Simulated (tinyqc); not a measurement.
# Mobility, diffusion coefficient and lifetime from two collectors

Inverse problem. For an injected sheet in a field F the peak time tp at distance L obeys u^2 tp^2 + 2 D tp = L^2 with u^2 = v^2 + 4 D/tau, and the pulse area goes as exp(L (v - u)/(2 D)); v = mu F. Find u, D, mu and tau without using the Einstein relation.

Inputs (values chosen for the exercise): sweep field along the drift F = 28 V/cm.

distances (um): [170, 400]
peak times (us): [1.14034215, 2.76185471]
ratio of the areas, far over near = 0.371260556

Answer. The two peak times give two linear equations for u^2 and D; the area ratio gives v - u, and u^2 - v^2 = 4 D/tau gives tau.

u = 1.418e4 cm/s
D = 12.12 cm^2/s
mu = 469.0 cm^2/(V s)
tau = 1.700e-6 s

Computed by the program tinyqc: `OMP_NUM_THREADS=1 python tinyqc.py 2310046 2310047 out.jsonl`, one thread of a shared Intel Xeon 2.30GHz, about 0.01 s for the whole run.
